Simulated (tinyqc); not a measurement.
## Cell size and critical density at another thickness

Question. In the cell model of oxide breakdown (cubic cells of edge a, defect density growing as t^al) the Weibull slope is beta = al tox/a, and for small l the critical density is N_bd = a^(-3) (A/a^2)^(-a/tox). Find a from the slope, and then the area A and the slope at 2.4 nm.

Values chosen for this exercise: exponent of defect growth al = 0.43.

Weibull slope at a thickness of 1.6 nm = 0.86
N_bd there, small-l form = 6.9877124e18 cm^-3

Solution. a = al tox/beta, and A = a^2 (a^3 N_bd)^(-tox/a).

a = 0.8000 nm
A = 0.05000 um^2
slope = 1.290

Program tinyqc, `OMP_NUM_THREADS=1 python tinyqc.py 2070019 2070020 out.jsonl`; Intel Xeon 2.30GHz, shared host, one thread, about 0.01 s.
